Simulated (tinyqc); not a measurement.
Strain-driven roughening and islands of a mismatched epitaxial film: one step, computed by the program tinyqc.

Film and substrate share isotropic elastic constants; the film is coherent and biaxially strained.

Task: Island nucleation. Shallow faceted island (Tersoff form): E = 4 Gam V^(2/3) tan^(1/3)(theta) - 6 c V tan(theta), Gam = gamma [x/sin(theta) - 1/tan(theta)], x the facet energy over gamma, c = stress^2 (1 - nu)/(2 pi G). The barrier is the maximum of E, at V_c = [4 Gam/(9 c)]^3 / tan^2(theta) (1 GPa nm = 1 J/m^2).

Inputs (values chosen for the exercise, modelled on Si(0.5)Ge(0.5) on Si):
```
quantity,value,unit
shear modulus G,55.7,GPa
Poisson ratio nu,0.27,-
surface energy gamma,1.14,J/m^2
contact angle of the shallow shape theta_1,8.96,degrees
contact angle of the steep shape theta_2,33.5,degrees
facet energy of shape 1 over gamma,1.006,-
facet energy of shape 2 over gamma,1.058,-
```

stress = 3.895490 GPa

Constants: e = 1.602176634e-19 C.

Give: c; Gam of shape 1; critical volume, shape 1; barrier, shape 1; Gam of shape 2; critical volume, shape 2; barrier, shape 2.

Result:

c = 0.03165 GPa

Gam of shape 1 = 0.1332 J/m^2

critical volume, shape 1 = 263.4 nm^3

barrier, shape 1 = 24.61 eV

Gam of shape 2 = 0.4629 J/m^2

critical volume, shape 2 = 626.8 nm^3

barrier, shape 2 = 245.9 eV

The shallow shape has the lower barrier. Each barrier is a third of the surface term at V_c and scales as Gam^3/c^2, that is as f^(-4).
